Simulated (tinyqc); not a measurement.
Inside a calculation: eight-band Kane k.p model. Values are carried at full precision from step to step, so a last printed digit may differ when a step is redone from the rounded ones.

Constants: hbar^2/2m0 = 3.80998211 eV angstrom^2.

Parameters, chosen for this exercise (near those of InAs; not measured data):
```
symbol  value               unit        meaning
Eg      0.432               eV          gap at Gamma to the s-like level
Dso     0.371               eV          spin-orbit splitting
Ep      22.7                eV          Kane energy
me      0.025               m0          electron mass at Gamma
g1      20.26                           Luttinger gamma1
g2      8.53                            gamma2
g3      9.19                            gamma3
k       (-0.024, 0.007, 0)  1/angstrom  wave vector
kmax    0.05                1/angstrom  end of the path
```

## Derived values

P = sqrt(Ep c); A = 1/me - Ep (Eg + 2 Dso/3)/(Eg (Eg + Dso)) keeps the electron mass; g1' = g1 - Ep/(3 Eg), g2' = g2 - Ep/(6 Eg), g3' = g3 - Ep/(6 Eg) remove the coupling to S that the Luttinger values already hold; L = -c (g1' + 4 g2'), M = -c (g1' - 2 g2'), N = -6 c g3'. c = hbar^2/2m0.

P = 9.2998 eV angstrom
A = -4.4539

g1', g2', g3': 2.7446  -0.2277  0.4323

L, M, N (eV angstrom^2): -6.9864  -12.1919  -9.8820

The coupling to the valence bands supplies 44.45, against 1/me = 40.00; A makes up the difference. The diagonal term in A bends towards the gap, so the set should be tested for spurious states at large k.

## The Hamiltonian at one k

Eight-band Kane model, basis S, X, Y, Z times spin, zero of energy at the top of the unstrained valence band, c = hbar^2/2m0. Within each spin: H_SS = Eg + A c k^2, H_SX = i P kx (likewise Y, Z), H_XX = -Dso/3 + L kx^2 + M (ky^2 + kz^2), H_XY = N kx ky, and cyclic. Spin-orbit term (Dso/3) L.sigma on X, Y, Z with (L_k)_ij = -i epsilon_kij: <X+|H|Y+> = -i Dso/3, <X+|H|Z-> = Dso/3, <Y+|H|Z-> = -i Dso/3, <Z+|H|X-> = -Dso/3, <Z+|H|Y-> = i Dso/3, <X-|H|Y-> = i Dso/3, and their conjugates; + and - are the spin along z. Terms from inversion asymmetry are left out, so every level is twofold.

Fill in the matrix.

H(k) (eV), lower triangle (Hermitian):
```
          S+              X+       Y+        Z+        S-              X-
S+    0.4214
X+   0.2232i         -0.1283
Y+  -0.0651i  0.0017+0.1237i  -0.1310
Z+         0               0        0   -0.1313
S-         0               0        0         0    0.4214
X-         0               0        0   -0.1237   0.2232i         -0.1283
Y-         0               0        0  -0.1237i  -0.0651i  0.0017-0.1237i
Z-         0          0.1237  0.1237i         0         0               0

         Y-       Z-
Y-  -0.1310
Z-        0  -0.1313
```

## Levels and orbital character

Diagonalise H; the levels come in pairs. The weights are summed over spin and averaged over each pair.

levels, each twofold (eV): -0.4020  -0.0716  -0.0069  0.5114

weights:
```
   pair 1  pair 2  pair 3  pair 4
S   0.032   0.104   0.000   0.864
X   0.391   0.444   0.044   0.120
Y   0.293   0.233   0.461   0.013
Z   0.283   0.219   0.494   0.003
```

The conduction pair has 13.6 % valence character at this k; the valence pair with most S character is pair 2 (10.4 %).

## Bands along [100] and [111]

The same diagonalisation at six points |k| = 0, kmax/5, ..., kmax along each direction.

Levels (eV):
```
direction  |k| (1/angstrom)   pair 1   pair 2   pair 3  pair 4
[100]                 0.000  -0.3710   0.0000   0.0000  0.4320
[100]                 0.010  -0.3757  -0.0136  -0.0012  0.4467
[100]                 0.020  -0.3903  -0.0489  -0.0049  0.4858
[100]                 0.030  -0.4166  -0.0949  -0.0110  0.5400
[100]                 0.040  -0.4566  -0.1423  -0.0195  0.6021
[100]                 0.050  -0.5118  -0.1856  -0.0305  0.6679
[111]                 0.000  -0.3710   0.0000   0.0000  0.4320
[111]                 0.010  -0.3757  -0.0141  -0.0007  0.4467
[111]                 0.020  -0.3907  -0.0503  -0.0029  0.4854
[111]                 0.030  -0.4182  -0.0964  -0.0064  0.5385
[111]                 0.040  -0.4615  -0.1420  -0.0115  0.5987
[111]                 0.050  -0.5223  -0.1812  -0.0179  0.6616
```

At kmax the conduction band lies 6.4 meV and the top valence band 12.6 meV apart between the two directions. k.p holds near Gamma; the zone edge lies near 1 1/angstrom.

## Masses at Gamma

m*/m0 = c h^2/(E(h) - E(0)) with |k| = h = 0.0001 1/angstrom; negative values are hole-like.

Masses (m0):
```
direction  pair 1  pair 2  pair 3  pair 4
[100]      -0.082  -0.027  -0.312   0.025
[111]      -0.082  -0.026  -0.532   0.025
```

Without strain the limits are known: me for pair 4, -1/(g1 -/+ 2 g2) for the heavy and light holes along [100], -1/(g1 -/+ 2 g3) along [111], and -1/(g1 - Ep Dso/(3 Eg (Eg + Dso))) = -0.082 for the split-off band.

## Checks

- Electron mass of the unstrained model by finite differences against the input me: both 0.02500.
- Heavy-hole mass along [100] against 1/(g1 - 2 g2): both 0.3125.
- Light-hole mass along [100] against 1/(g1 + 2 g2): both 0.02680.

Program tinyqc; command `OMP_NUM_THREADS=1 python tinyqc.py 1080022 1080023 out.jsonl`; about 0.01 s on one thread of a shared Intel(R) Xeon(R) Processor @ 2.30GHz.
